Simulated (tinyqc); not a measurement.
## Junction field-effect transistor with two gates, gradual channel with velocity saturation: effect of the donor density of the channel on saturation

A uniformly doped n-type channel, depleted from both sides by p+ gates; at channel potential V the depleted share of a is u = sqrt((Vbi - Vg + V)/Vp), s at the source. Electrons drift with v = mu E/(1 + mu E/vsat). Abrupt depletion edge, no series resistance, source at 0.

ni = sqrt(Nc Nv) exp(-Eg/(2 Vt)), Eg in volts; Vbi = Vt ln(Na Nd/ni^2); Vp = q Nd a^2/(2 eps0 eps_r); G0 = 2 q mu Nd a W/L; Z = mu Vp/(vsat L); s = sqrt((Vbi - Vg)/Vp). I = (G0 Vp/3) F/(1 + Z (u^2 - s^2)), F = 3 (u^2 - s^2) - 2 (u^3 - s^3), with u at V = Vd; Z = 0 gives constant mobility, for which u stops at 1. The current peaks at u = um, the root of (1 - u)(1 + Z (u^2 - s^2)) = Z F/3; beyond Vdsat = Vp (um^2 - s^2) it is held at that value. gm = G0 (um - s)/(1 + Z (um^2 - s^2)).

Values chosen for this exercise; material values those of a made-up semiconductor: temperature T = 400 K; relative permittivity of the semiconductor eps_r = 16; conduction-band density of states at T Nc = 6.24e17 cm^-3; band gap Eg = 1.68 eV; valence-band density of states at T Nv = 1.11e19 cm^-3; half the channel thickness a = 510 nm; low-field mobility at this doping mu = 5800 cm^2/(V s); saturation velocity vsat = 1.1e7 cm/s; gate length L = 10 um; gate width W = 300 um; acceptor density of the gates Na = 1.9e18 cm^-3; gate voltage Vg = -0.8 V.

Constants: q = 1.602176634e-19 C, kB = 1.380649e-23 J/K, Vt = kB T/q, eps0 = 8.8541878128e-14 F/cm where lengths are in cm. Results are converted to the units shown.

Effect of the donor density of the channel on saturation:
```
Nd (cm^-3)       Z       um  Vdsat (V)  Isat (mA)  Isat for Z = 0 (mA)  gm (mS)
1.7e16      1.3184  0.99796    0.19519    0.18701              0.20676   1.7493
2.3e16      1.7837  0.96827    0.86617     3.9358               5.9513   6.4086
3.1e16      2.4041  0.91956     1.5398     13.448               26.827   10.066
4.1e16      3.1796  0.86594     2.1965     29.642               75.479   13.233
5.6e16      4.3429  0.80269     2.9708     59.587               197.27   16.761
7.5e16      5.8163  0.74319     3.7466     103.87               437.66   20.213
```

As Nd goes from 1.7e16 to 7.5e16 cm^-3, Vdsat rises from 0.195 to 3.75 V, Isat rises from 0.187 to 104 mA and gm rises from 1.75 to 20.2 mS. Isat is 0.904 of the constant-mobility value in the first row and 0.237 in the last. At Nd = 1.7e16 cm^-3 the open channel at the source, (1 - s) a, is under two Debye lengths, so the abrupt edge is rough.

Program tinyqc, `OMP_NUM_THREADS=1 python tinyqc.py 2500066 2500067 out.jsonl`; Intel Xeon 2.30GHz, shared host, one thread, about 0.06 s.
